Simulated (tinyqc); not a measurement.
Cyclotron resonance of ellipsoidal valleys, Ge type: one step. Line shape. Three cases, with inputs chosen for the exercise.

Question. For linear polarisation and one isotropic mass the absorbed power goes as P = [1 + (w^2 + wc^2) tau^2]/([1 + (wc^2 - w^2) tau^2]^2 + 4 w^2 tau^2), w = 2 pi nu. List it for wc/w = 0, 0.5, 0.8, 0.9, 1, 1.1, 1.2, 1.5 and 2, which is B over the resonance field.

Case 1.

Values chosen (out of a larger set: near those of Ge; not measured data): nu = 9.4 GHz (microwave frequency); tau = 130 ps (scattering time).

Case 2.

Values chosen (out of a larger set: near those of Ge; not measured data): nu = 24 GHz (microwave frequency); tau = 31 ps (scattering time).

Case 3.

Values chosen (out of a larger set: near those of Ge; not measured data): nu = 9.4 GHz (microwave frequency); tau = 6.3 ps (scattering time).

Give: w tau; Power.

Answer.

Case 1.

w tau = 7.678

Power:
```
wc/w         P
0.0    0.01668
0.5    0.03551
0.8     0.1515
0.9     0.3169
1.0     0.5021
1.1     0.3165
1.2     0.1506
1.5    0.03312
2.0   0.009281
```

The largest listed value lies at wc/w = 1.0, 30.1 times the zero-field value. With w tau well above 1 the line is sharp, of relative half width about 1/(w tau). The closest two lines of this crystal are 53.4 % apart, so they are resolved.

Case 2.

w tau = 4.675

Power:
```
wc/w        P
0.0   0.04376
0.5   0.08733
0.8    0.2738
0.9    0.4166
1.0    0.5057
1.1    0.4155
1.2    0.2715
1.5   0.08100
2.0   0.02441
```

The largest listed value lies at wc/w = 1.0, 11.6 times the zero-field value. With w tau well above 1 the line is sharp, of relative half width about 1/(w tau). The closest two lines of this crystal are 74.9 % apart, so they are resolved.

Case 3.

w tau = 0.372

Power:
```
wc/w       P
0.0   0.8784
0.5   0.8645
0.8   0.8424
0.9   0.8327
1.0   0.8218
1.1   0.8098
1.2   0.7966
1.5   0.7513
2.0   0.6618
```

The largest listed value lies at wc/w = 0.0, 1.0 times the zero-field value. With w tau below 1 there is no resolved resonance.

Computed by tinyqc, one run a case: `OMP_NUM_THREADS=1 python tinyqc.py N N+1 out.jsonl` with N = 1251337, 1251368, 1251570; one thread of a shared Intel(R) Xeon(R) Processor @ 2.30GHz, about 0.01 s a run at most.
